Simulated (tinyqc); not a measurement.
Gas flow in a process chamber: flow regimes, conductance, effective pumping speed, pump-down, outgassing and purge: one step, computed by the program tinyqc. Command: `OMP_NUM_THREADS=1 python tinyqc.py 3120144 3120145 out.jsonl pump walk`. One thread of a shared host (Intel(R) Xeon(R) Processor @ 2.30GHz), about 0.05 s of CPU time with the checks.

Ideal gas, isothermal flow, a pump of constant speed at the end of a round pipe; process gas, volume gas and outgassing are given the same properties. 1 sccm = 101325 Pa x 1e-6 m^3/60 s x T/273.15 K.

Question. Molecular flow. Mean speed c = sqrt(8 k_B T/(pi m)); aperture conductance C_a = c pi d^2/16; molecular pipe C_m = C_a/(1 + 3 l/(4 d)) (Dushman form); viscous pipe C_v = pi d^4 p_mean/(128 eta l); Knudsen interpolation C = C_v + C_m (1 + x)/(1 + 1.24 x), x = d p_mean sqrt(m/(k_B T))/eta. Effective speed 1/S_eff = 1/S + 1/C_m; time constant V/S_eff; pressure at which the free path k_B T/(sqrt2 pi d_m^2 p) equals d.

Inputs (values chosen for the exercise, modelled on hydrogen near room temperature):
```
quantity            value   unit
molar mass M        2.016  g/mol
molecular diameter   0.27     nm
temperature T         300      K
chamber volume V       48      L
pipe diameter d        10     cm
pipe length l          37     cm
pump speed S           45    L/s
```

Constants: k_B = 1.380649e-23 J/K; u = 1.6605390666e-27 kg.

Give: mean speed c; C_a; C_m; S_eff in molecular flow; time constant; pressure where the free path equals d.

Answer.

mean speed c = 1775.0 m/s

C_a = 3485.2 L/s

C_m = 923.24 L/s

S_eff in molecular flow = 42.909 L/s

time constant = 1.1187 s

pressure where the free path equals d = 0.12788 Pa

The pipe passes on 95 % of the pump speed.
